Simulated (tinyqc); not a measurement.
# Millisecond and nanosecond annealing: surface heating, thermal budget and solid-phase regrowth, step by step

A worked calculation. Computed by tinyqc, a small Python program that keeps every step. Command: `OMP_NUM_THREADS=1 python tinyqc.py 3029763 3029764 out.jsonl flash walk`. One thread of a shared host (Intel(R) Xeon(R) Processor @ 2.30GHz), about 0.02 s of CPU time with the checks. Intermediate numbers are printed to about 7 digits and carried at full precision; extremes and crossings named in words are read from the listed rows.

A square pulse heats the surface of a thick wafer with constant thermal properties; losses by radiation are neglected and silicon melts at 1414 C.

Inputs (values chosen for the exercise, modelled on hot silicon with phosphorus):

| quantity | value | unit |
|---|---|---|
| incident fluence | 0.489 | J/cm^2 |
| pulse length t_p | 1.2e-07 | s |
| reflectance R | 0.35 | - |
| thermal conductivity k | 0.3 | W/(cm K) |
| heat capacity per volume c | 2.28 | J/(cm^3 K) |
| preheat temperature T0 | 25 | C |
| wafer thickness d | 775 | um |
| dopant prefactor D0 | 4.84 | cm^2/s |
| dopant activation energy E | 3.66 | eV |
| regrowth prefactor v0 | 3.7e+08 | cm/s |
| regrowth energy E_v | 2.7 | eV |
| amorphous layer | 47 | nm |

Source: pulsed laser.

Constants: k_B = 8.617333262e-05 eV/K.

## Peak temperature

Absorbed flux q = (1 - R) fluence/t_p; kappa = k/c. With f(z, t) = (2 q/k) sqrt(kappa t) ierfc(z/(2 sqrt(kappa t))), ierfc(x) = exp(-x^2)/sqrt(pi) - x erfc(x): T = T0 + f(z, t) during the pulse and T0 + f(z, t) - f(z, t - t_p) after it. At the surface the rise at the end of the pulse is 2 q sqrt(t_p/(pi k c)); the fluence that just melts the surface scales with (1414 - T0).

absorbed flux q = 2648750 W/cm^2

kappa = 0.1315789 cm^2/s

thermal length sqrt(kappa t_p) = 1.256562 um

peak temperature = 1276.868 C

fluence at the melting threshold = 0.5425659 J/cm^2

The heated layer is 0.16 % of the wafer thickness, so the cold bulk quenches the surface. Caution: cold silicon conducts heat several times better than the constant k used here, so the real melting fluence is higher.

## Temperature in depth and time

The formulas are those given above.

Temperature (C):

| t/t_p | surface | z = 0.5 thermal lengths | z = 1 | z = 2 |
|---|---|---|---|---|
| 0.10 | 420.875 | 90.6991 | 29.3741 | 25.0008 |
| 0.25 | 650.934 | 246.4898 | 80.7544 | 26.0851 |
| 0.50 | 910.204 | 463.8865 | 209.8669 | 43.8398 |
| 0.75 | 1109.150 | 643.5416 | 342.2795 | 83.4093 |
| 1.00 | 1276.868 | 799.5854 | 467.9796 | 136.5087 |
| 1.10 | 942.095 | 791.4537 | 511.7499 | 160.0651 |
| 1.50 | 673.015 | 628.0571 | 512.5810 | 242.5864 |
| 2.00 | 543.541 | 521.1429 | 459.7934 | 283.2251 |
| 4.00 | 360.437 | 354.4397 | 337.0875 | 276.4004 |
| 10.00 | 228.150 | 226.8163 | 222.8667 | 207.8272 |

One tenth of a pulse length after the end the surface has lost 335 C: cooling starts as sqrt(t - t_p), much faster than heating ends.

## Thermal budget

Temperatures in kelvin are T(C) + 273.15. Integrate exp(-E/(k_B T(t))) at the surface from 0 to 10 t_p (Gauss-Legendre, 60 points in sqrt(t) up to t_p and 60 in sqrt(t - t_p) after it). (Dt) = D0 x integral with E; regrowth = v0 x integral with E_v; effective time = integral/exp(-E/(k_B T_peak)).

budget (Dt) = 6.202104e-20 cm^2

diffusion length 2 sqrt(Dt) = 0.004980805 nm

effective time over t_p = 0.08486963

possible regrowth = 0.08346954 nm

Only 8.5 % of the pulse counts at the peak; the estimate 2 k_B T_peak^2/(E (T_peak - T0)) gives 9.0 %. The amorphous layer of 47 nm regrows only by 0.18 % of its thickness. Caution: equilibrium diffusivities are used; implant damage enhances diffusion, and k and c vary with temperature. Caution: the peak lies above 1150 C, and amorphous silicon melts some 200 to 250 K below the crystal, so a layer that has not regrown before the peak may melt instead. Caution: a diffusion length below the atomic spacing of 0.235 nm means about one jump per atom or fewer, so the profile does not change measurably.

## Same peak temperature, different pulse lengths

For each t_p the flux is set so that the peak temperature stays the same: q sqrt(t_p) is fixed.

Pulses:

| t_p (s) | fluence (J/cm^2) | q (W/cm^2) | thermal length (um) | 2 sqrt(Dt) (nm) | regrowth (nm) |
|---|---|---|---|---|---|
| 1.00e-07 | 4.463939e-01 | 2.901560e+06 | 1.147079e+00 | 4.546832e-03 | 6.955795e-02 |
| 1.00e-06 | 1.411621e+00 | 9.175539e+05 | 3.627381e+00 | 1.437834e-02 | 6.955795e-01 |
| 1.00e-05 | 4.463939e+00 | 2.901560e+05 | 1.147079e+01 | 4.546832e-02 | 6.955795e+00 |
| 1.00e-04 | 1.411621e+01 | 9.175539e+04 | 3.627381e+01 | 1.437834e-01 | 6.955795e+01 |
| 3.00e-04 | 2.445000e+01 | 5.297500e+04 | 6.282809e+01 | 2.490402e-01 | 2.086738e+02 |
| 1.00e-03 | 4.463939e+01 | 2.901560e+04 | 1.147079e+02 | 4.546832e-01 | 6.955795e+02 |
| 3.00e-03 | 7.731769e+01 | 1.675217e+04 | 1.986799e+02 | 7.875344e-01 | 2.086738e+03 |
| 1.00e-02 | 1.411621e+02 | 9.175539e+03 | 3.627381e+02 | 1.437834e+00 | 6.955795e+03 |

Fluence and diffusion length grow as sqrt(t_p), regrowth as t_p. The layer of 47 nm regrows from t_p = 0.0001 s on among these rows, at a diffusion length of 0.14 nm. Caution: amorphous silicon melts some 200 to 250 K below the crystal, which matters for the short pulses that reach the peak before regrowth. Caution: the shortest pulses need a source absorbed within their thermal length, and the longest also heat the back of the wafer, which the thick-wafer formula leaves out.

Checks made by the program: heat stored at the end of the pulse against the absorbed fluence (relative difference below 1e-10).
